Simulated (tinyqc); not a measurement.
What each parameter does: valence-band anticrossing with a localised impurity level.

Host valence band EM(k) = al x - c k^2/mM, c = hbar^2/2m0, coupled to a flat level EI by V = C sqrt(x): H = [[EM, V], [V, EI]], E+/- = (EM + EI)/2 +/- sqrt((EM - EI)^2/4 + V^2). The host weight of a state at E is f = 1/(1 + V^2/(E - EI)^2), and its mass at k = 0 is mM/f. The gap is Eg - E+(0), the conduction edge staying at Eg.

Constants: hbar^2/2m0 = 3.80998211 eV angstrom^2.

Values chosen for the exercise (host near InP; not measured data):

| symbol | value | unit | meaning |
|---|---|---|---|
| Eg | 1.415 | eV | gap at Gamma to the s-like level |
| mM | 0.42 | m0 | mass of the host band |
| EI | -0.146 | eV | impurity level, from the valence top of the host |
| C | 1.41 | eV | coupling |
| al | 0.82 | eV | linear shift of the host edge |
| x | 0.018 |  | impurity fraction |

At k = 0.

Results for these values:

| case | E- (eV) | E+ (eV) | gap (eV) | mass (m0) |
|---|---|---|---|---|
| base | -0.2712 | 0.1399 | 1.2751 | 0.6039 |

What happens to each result for Eg = 1.465 eV, all else kept?

Answer: E- does not change at the printed digits; E+ does not change at the printed digits; gap rises from 1.2751 to 1.3251; mass does not change at the printed digits.

The same for each parameter in turn:

| case | E- (eV) | E+ (eV) | gap (eV) | mass (m0) |
|---|---|---|---|---|
| base | -0.2712 | 0.1399 | 1.2751 | 0.6039 |
| EI = -0.196 eV | -0.3072 | 0.1259 | 1.2891 | 0.5650 |
| al = 1.32 eV | -0.2685 | 0.1462 | 1.2688 | 0.5960 |
| Eg = 1.465 eV | -0.2712 | 0.1399 | 1.3251 | 0.6039 |
| C = 1.1985 eV | -0.2454 | 0.1141 | 1.3009 | 0.5805 |
| x = 0.0207 | -0.2831 | 0.1541 | 1.2609 | 0.6119 |
| mM = 0.357 m0 | -0.2712 | 0.1399 | 1.2751 | 0.5133 |

Computed by tinyqc, a small Python program: `OMP_NUM_THREADS=1 python tinyqc.py 1051394 1051395 out.jsonl` (the numbers bound the seed that draws the inputs); one thread of a shared host (Intel(R) Xeon(R) Processor @ 2.30GHz), about 0.01 s for the whole set of steps.
